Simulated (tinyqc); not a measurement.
# Changing the base width W

Model: minority-electron transport through the base of a bipolar transistor (Moll-Ross and Kroemer integrals). Computed by tinyqc, a small Python program. Command: `OMP_NUM_THREADS=1 python tinyqc.py 3027240 3027241 out.jsonl base sweep`. One thread of a shared host (Intel(R) Xeon(R) Processor @ 2.30GHz), about 0.01 s of CPU time with the checks.

Low injection, one dimension, x from the emitter edge (0) to the collector edge (W), s = x/W. Recombination is treated as a small correction (valid for tau_B well below tau_n), computed from the stored charge.

Inputs (values chosen for the exercise, modelled on silicon):
```
quantity                                     value        unit
intrinsic density n_i at the emitter edge  1.1e+10      1/cm^3
base doping at the emitter edge N_0        3.6e+19      1/cm^3
mu_min                                         260  cm^2/(V s)
mu_max                                        1320  cm^2/(V s)
N_ref                                      8.9e+16      1/cm^3
saturation velocity v_s                       0.92    1e7 cm/s
electron lifetime tau_n                        180          ns
emitter Gummel number G_E                  1.7e+13      s/cm^4
base-emitter voltage V_BE                     0.76           V
temperature T                                  300           K
doping ratio N_0/N(W)                            8           -
gap narrowing across the base dE_g              92         meV
```

Base doping profile: Gaussian. Gap grading: linear. Exit of the base: saturation velocity.

Constants: k_B = 8.617333262e-05 eV/K; e = 1.602176634e-19 C.

Method:
- N(x) = N_0 (ratio)^(-s^2); n_i(x)^2 = n_i^2 exp(s dE_g/k_B T); D(x) = (k_B T/e) mu, mu = mu_min + (mu_max - mu_min)/(1 + (N/N_ref)^0.7).
- With y(x) = N n_i^2/(D n_i(x)^2): base Gummel number G_B = int_0^W y dx + N(W) n_i^2/(v_s n_i(W)^2); J_C = e n_i^2 exp(e V_BE/k_B T)/G_B; n(x) = (J_C/e)(n_i(x)^2/(N n_i^2)) [int_x^W y dx + the same exit term]; transit time tau_B = (e/J_C) int n dx; trapezoid rule on 401 even points.
- Emitter-limited gain beta_E = G_E/G_B; recombination-limited gain beta_R = tau_n/tau_B; 1/beta = 1/beta_E + 1/beta_R; f_T from the base alone = 1/(2 pi tau_B).

One run for each value; columns: (1) base width W (nm); (2) base transit time tau_B (ps); (3) current gain beta; (4) f_T from the base alone (GHz); (5) mean velocity W/tau_B (1e7 cm/s); (6) share of the exit term in G_B (%):
```
(1)         (2)    (3)        (4)    (5)    (6)
10    3.514e-02  14.70  4.530e+03  2.846  1.204
18    9.182e-02   8.21  1.733e+03  1.960  0.673
32    2.521e-01   4.63  6.312e+02  1.269  0.379
56    7.080e-01   2.65  2.248e+02  0.791  0.217
100   2.137e+00   1.49  7.446e+01  0.468  0.122
180   6.705e+00   0.83  2.374e+01  0.268  0.068
320   2.081e+01   0.46  7.648e+00  0.154  0.038
560   6.309e+01   0.27  2.523e+00  0.089  0.022
1000  2.000e+02   0.15  7.958e-01  0.050  0.012
```

Describe and explain the trends.

Over the rows, base transit time tau_B (ps) rises from 0.0351 to 200 (exponent d ln y / d ln x 1.6 between the first rows and 2.0 between the last); current gain beta falls from 14.7 to 0.149 (exponent d ln y / d ln x about -1.00 throughout); f_T from the base alone (GHz) falls from 4530 to 0.796 (exponent d ln y / d ln x -1.6 between the first rows and -2.0 between the last). At the high end the exponent of base transit time tau_B is 1.99, close to 2: diffusion, or drift in a field proportional to 1/W. The exponent of current gain beta stays between -1.00 and -0.99, near -1: emitter-limited gain, or recombination with a transit time limited by the exit velocity.

Caution (rows 10.0, 18.0, 32.0): the mean velocity exceeds v_s, so drift-diffusion with a low-field mobility overstates the speed. Caution (rows 10.0, 18.0): the base is only a few mean free paths wide, so transport is partly ballistic. Caution (rows 180, 320, 560, 1000): a current gain below 1 is far from a working transistor: the base is too heavily doped or too wide for this emitter and lifetime.
